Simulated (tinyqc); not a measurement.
# Resistance of a source-drain extension with a graded tip: two studies

y runs along the channel, the gate covers y > 0. The doping is N0 for y < y0 and N0 10^(-(y - y0)/la) beyond, uniform over the depth xj. Sheet conductance s(y) = q mu(N) max(N - Nch, 0) xj + (for y > 0) ma Cox Vo, with mu(N) = u0 + (u1 - u0)/(1 + (N/Nr)^au) and Cox = eps0 eox/tox. Current is taken as one-dimensional; depletion of the tip, spreading and the contact are left out. The metallurgical junction lies at yj, where N = Nch.

Inputs (values chosen for the exercise); mobility law close to that of electrons in silicon: relative permittivity of the gate insulator (close to hafnium oxide) eox = 22.2; insulator thickness tox = 9.9 nm; active doping of the extension far from the gate N0 = 2.8e20 cm^-3; lateral abruptness la = 5.5 nm/decade; depth of the extension xj = 15 nm; channel doping Nch = 1.3e18 cm^-3; spacer length Ls = 22 nm; gate overdrive Vo = 0.53 V; mobility of the gate-induced layer ma = 88 cm^2/(V s); mobility at low doping u1 = 1414 cm^2/(V s); mobility at high doping u0 = 68.5 cm^2/(V s); reference doping Nr = 9.2e16 cm^-3; exponent au = 0.711; gate length Lg = 45 nm.

Constants: q = 1.602176634e-19 C, eps0 = 8.8541878128e-14 F/cm where lengths are in cm. Results are converted to the units shown.

Each table varies one quantity; the others keep the values above.

## Abruptness at a fixed junction position

R_spacer = integral of dy/s from -Ls to 0, R_ov from 0 to yj, R_channel = (Lg - 2 yj)/(ma Cox Vo), R_total = 2 R_spacer + 2 R_ov + R_channel. Electrical length L_eff = ma Cox dR_total/d(1/Vo); R_series = R_total - L_eff/(ma Cox Vo). y0 is moved with la so that yj stays at 13.433 nm.

The same in every row: yj (nm) = 13.43; R_channel (ohm um) = 195.8.

Abruptness at a fixed junction position:
```
la (nm/decade)  R_spacer (ohm um)  R_ov (ohm um)  R_total (ohm um)  L_eff (nm)  R_series (ohm um)
1                           4.501          9.110             223.1       18.79              20.13
2.3                         4.501          17.45             239.7       19.63              27.71
3.6                         4.501          25.78             256.4       20.48              35.29
4.9                         4.501          34.12             273.1       21.32              42.88
6.1                         4.527          41.79             288.5       22.09              49.88
7.4                         5.173          49.52             305.2       22.93              57.61
8.7                         6.814          56.37             322.2       23.75              65.76
10                          9.509          62.34             339.5       24.53              74.61
```

As la goes from 1 to 10 nm/decade, R_total rises from 223 to 340 ohm um, R_spacer rises from 4.50 to 9.51 ohm um and R_ov rises from 9.11 to 62.3 ohm um. R_total changes on average by 12.9 ohm um for each nm/decade. L_eff exceeds the metallurgical length by 0.657 nm in the first row and 6.40 nm in the last, since the gate also controls the lightly doped tips.

## Effect of the position under the gate where the fall begins

Same model as above.

Results:
```
y0 (nm)  yj (nm)  R_spacer (ohm um)  R_ov (ohm um)  R_channel (ohm um)  R_total (ohm um)  L_eff (nm)  R_series (ohm um)
-6         6.833              8.173          33.41               338.4             421.5       34.83              45.42
-2         10.83              4.718          37.24               252.0             335.9       26.90              45.39
0          12.83              4.501          37.85               208.8             293.5       22.91              46.14
2          14.83              4.501          38.25               165.6             251.1       18.91              46.93
4          16.83              4.501          38.65               122.4             208.7       14.91              47.72
6          18.83              4.501          39.05               79.21             166.3       10.91              48.50
```

Estimate the missing row, y0 = -4 nm.

Computed row:
```
y0 (nm)  yj (nm)  R_spacer (ohm um)  R_ov (ohm um)  R_channel (ohm um)  R_total (ohm um)  L_eff (nm)  R_series (ohm um)
-4         8.833              5.677          35.96               295.2             378.5       30.89              44.90
```

With this row back in the table: As y0 goes from -6 to 6, R_total falls from 422 to 166 ohm um, L_eff falls from 34.8 to 10.9 nm and R_series goes from 45.4 through a minimum of 44.9 (at y0 = -4 among the rows listed) to 48.5 ohm um. More overlap also shortens the channel and adds capacitance, effects on threshold and speed that are left out.

tinyqc, about 0.04 s, one thread, Intel Xeon 2.30GHz (shared host): `OMP_NUM_THREADS=1 python tinyqc.py 2282138 2282139 out.jsonl`
